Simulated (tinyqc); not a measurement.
Heisenberg spin cluster by exact diagonalisation: multiplets, susceptibility, level crossings: one step, computed by the program tinyqc. Command: `OMP_NUM_THREADS=1 python tinyqc.py 3012641 3012642 out.jsonl spincl walk`. One thread of a shared host (Intel(R) Xeon(R) Processor @ 2.30GHz), about 0.01 s of CPU time with the checks.

H = J1 sum S_i.S_j over the bonds 1-2, 2-3 + J2 sum over 1-3 - g mu_B B S_z; J > 0 is antiferromagnetic.

Problem. Thermal averages at zero field. Z = sum k (2S + 1) exp(-E/(k_B T)) over the table, k the number of multiplets; <S^2> likewise with the factor S (S + 1); chi T = N_A g^2 mu_B^2 <S^2>/(3 k_B) = 0.125049 g^2 <S^2> cm^3 K/mol (cgs, per mole of clusters); C = (<E^2> - <E>^2)/(k_B T)^2; entropy = ln Z + <E>/(k_B T).

Inputs (values chosen for the exercise, for a model cluster): g factor = 2.03; temperature T = 4.4 K.

Cluster: triangle, two J1 bonds and one J2 bond. Spin s of each site: 0.5.

Levels at B = 0:

| E (meV) | total S | number of multiplets |
|---|---|---|
| -0.8745 | 0.5 | 1 |
| 0.2460 | 1.5 | 1 |
| 0.3825 | 0.5 | 1 |

Constants: k_B = 8.617333262e-05 eV/K.

Give: <S^2>; chi T; heat capacity; entropy.

Solution.

<S^2> = 1.024

chi T = 0.5276 cm^3 K/mol

heat capacity = 1.007 k_B

entropy = 1.200 k_B

Free spins would give <S^2> = 2.25 and the entropy 2.079 k_B; chi T is 46 % of the free value.
